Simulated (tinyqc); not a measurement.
Worked calculation: hydrogen passivation and dissociation of interface defects with a spread of activation energies. Computed by tinyqc, a small Python program that keeps every step. Command: `OMP_NUM_THREADS=1 python tinyqc.py 3016619 3016620 out.jsonl passivation walk`. One thread of a shared host (Intel(R) Xeon(R) Processor @ 2.30GHz), about 0.01 s of CPU time with the checks. Intermediate numbers are printed to about 5 digits and carried at full precision; extremes and crossings named in words are read from the listed rows.

Active defects P react as P + H2 -> HP + H and HP -> P + H; released atomic hydrogen is removed. All defects start active. Activation energies are normally distributed, independently for the two reactions.

Inputs (values chosen for the exercise, for a model interface): defect density N_0 = 1.3e+12 cm^-2; mean passivation energy E_f = 1.57 eV; spread s_f = 0.12 eV; prefactor k_f0 = 3.1e-08 cm^3/s; mean dissociation energy E_d = 2.89 eV; spread s_d = 0.046 eV; prefactor k_d0 = 3.8e+13 1/s; dissolved hydrogen [H2] = 2.4e+18 cm^-3; anneal temperature T = 490 K; anneal time t = 13000 s.

Ambient: hydrogen.

Constants: k_B = 8.617333262e-05 eV/K.

## Sites at the mean energies

a = k_f0 [H2] exp(-E_f/k_B T), b = k_d0 exp(-E_d/k_B T); the active share of one kind of site is b/(a + b) + (a/(a + b)) exp(-(a + b) t).

passivation rate a = 5.2931e-06 1/s

dissociation rate b = 7.1677e-17 1/s

active share, single energy = 0.93350

steady active share, single energy = 1.3541e-11

## A five-point average

Gauss-Hermite nodes for a unit normal variable, z = 0, +/-1.355626, +/-2.856970 with weights 0.533333, 0.222076, 0.011257; E_f + s_f z is varied at the mean E_d.

Nodes:
```
z            weight  energy (eV)  rate (1/s)  active share
-2.856970  0.011257       1.2272  1.7778e-02    4.0318e-15
-1.355626  0.222076       1.4073  2.4938e-04    3.9086e-02
0.000000   0.533333       1.5700  5.2931e-06    9.3350e-01
1.355626   0.222076       1.7327  1.1235e-07    9.9854e-01
2.856970   0.011257       1.9128  1.5760e-09    9.9998e-01
```

active share, five points = 0.73956

Caution: the spread exceeds 1.3 k_B T, so the integrand is step-like and five points are a rough average.

## Average over the spread

Full average: z from -5 to 5 in steps of 0.125 with normalised weights exp(-z^2/2), energy = mean + spread x z, over both energies.

active share = 0.75294

active defects = 9.7882e+11 cm^-2

The spread changes the active share from 0.934 to 0.753.

## Isochronal anneals

The formulas are those given above.

Same time, other temperatures:
```
T (K)     a (1/s)     b (1/s)  active share, single energy  active share, spread
450    1.9424e-07  1.6338e-19                   9.9748e-01            9.4524e-01
525    6.3130e-05  6.8708e-15                   4.4013e-01            4.5383e-01
600    4.8323e-03  2.0177e-11                   4.1754e-09            3.4148e-02
675    1.4107e-01  1.0048e-08                   7.1227e-08            2.1554e-04
750    2.0972e+00  1.4449e-06                   6.8897e-07            5.0206e-06
825    1.9086e+01  8.4195e-05                   4.4113e-06            2.2581e-05
900    1.2022e+02  2.4917e-03                   2.0727e-05            8.1688e-05
975    5.7048e+02  4.3789e-02                   7.6753e-05            2.4662e-04
1050   2.1672e+03  5.1097e-01                   2.3571e-04            6.4338e-04
1125   6.8910e+03  4.2969e+00                   6.2316e-04            1.4887e-03
```

The active share is lowest, 5.02e-6, at 750 K of those listed: below, passivation is too slow for this time, and above, dissociation competes. A single energy would promise 4.18e-9 (at 600 K), so among these rows the spread raises the floor by a factor 1200.

## Isothermal kinetics

Times are decades about 1/(a + b) of the mean site. The last column is the part of the change still to come; rows stop once it is below 1e-5.

Against time:
```
t (s)     active share, single energy  active share, spread  unreacted part
2.00e+02                   9.9894e-01            9.7581e-01      9.7581e-01
2.00e+03                   9.8947e-01            8.9821e-01      8.9821e-01
2.00e+04                   8.9955e-01            7.0777e-01      7.0777e-01
2.00e+05                   3.4693e-01            4.2341e-01      4.2341e-01
2.00e+06                   2.5261e-05            1.7248e-01      1.7248e-01
2.00e+07                   1.3541e-11            4.4189e-02      4.4189e-02
2.00e+08                   1.3541e-11            6.7558e-03      6.7558e-03
2.00e+09                   1.3541e-11            5.9546e-04      5.9546e-04
```

A single energy finishes within about two decades of time. With the spread the unreacted part is 0.90 at 2000 s and still 0.17 at 2e6 s, where one energy leaves 2.5e-5: a width of s/k_B T = 2.84 in ln(rate) stretches the decay markedly. Times above 1e9 s (about 30 years) are only formal.

Checks made by the program: the average on a grid twice as fine (relative difference 3e-08).
